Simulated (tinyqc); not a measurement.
Pinning of the barrier by interface states.

Cowley-Sze model with the space charge neglected: phiB = S (phiM - chi) + (1 - S)(Eg - phi0), S = 1/(1 + q Dit dl/(eps0 ei)), dl in cm.

Inputs (values chosen for the exercise); band and dielectric values those of a made-up semiconductor: band gap Eg = 1.91 eV; electron affinity chi = 3.87 eV; thickness of the interfacial layer dl = 0.2 nm; relative permittivity of the interfacial layer ei = 1; neutral level above the valence band phi0 = 1.1 eV; metal work function phiM = 4.44 eV.

Constants: q = 1.602176634e-19 C, eps0 = 8.8541878128e-14 F/cm where lengths are in cm. Results are converted to the units shown.

Result of one run:

| Dit (cm^-2 eV^-1) | S | phiB (eV) | change of phiB for 0.5 eV more work function (eV) |
|---|---|---|---|
| 3e13 | 0.47945 | 0.69493 | 0.23973 |

What becomes of these results when the density of interface states Dit is changed from 3e13 to 3e14 cm^-2 eV^-1, all else the same?

Result of the changed run:

| Dit (cm^-2 eV^-1) | S | phiB (eV) | change of phiB for 0.5 eV more work function (eV) |
|---|---|---|---|
| 3e14 | 0.084338 | 0.78976 | 0.042169 |

The whole series:

| Dit (cm^-2 eV^-1) | S | phiB (eV) | change of phiB for 0.5 eV more work function (eV) |
|---|---|---|---|
| 1e11 | 0.99639 | 0.57087 | 0.49820 |
| 3e11 | 0.98926 | 0.57258 | 0.49463 |
| 1e12 | 0.96507 | 0.57838 | 0.48254 |
| 3e12 | 0.90206 | 0.59351 | 0.45103 |
| 1e13 | 0.73427 | 0.63378 | 0.36713 |
| 3e13 | 0.47945 | 0.69493 | 0.23973 |
| 1e14 | 0.21650 | 0.75804 | 0.10825 |
| 3e14 | 0.084338 | 0.78976 | 0.042169 |
| 1e15 | 0.026889 | 0.80355 | 0.013444 |

S falls from 0.996 to 0.0269, passing 1/2 at Dit = eps0 ei/(q dl) = 2.76e13 cm^-2 eV^-1. The barrier rises from 0.571 to 0.804 eV, from near the Schottky-Mott value phiM - chi = 0.570 eV towards the pinned value Eg - phi0 = 0.810 eV.

tinyqc, about 0.09 s, one thread, Intel Xeon 2.30GHz (shared host): `OMP_NUM_THREADS=1 python tinyqc.py 2020093 2020094 out.jsonl`
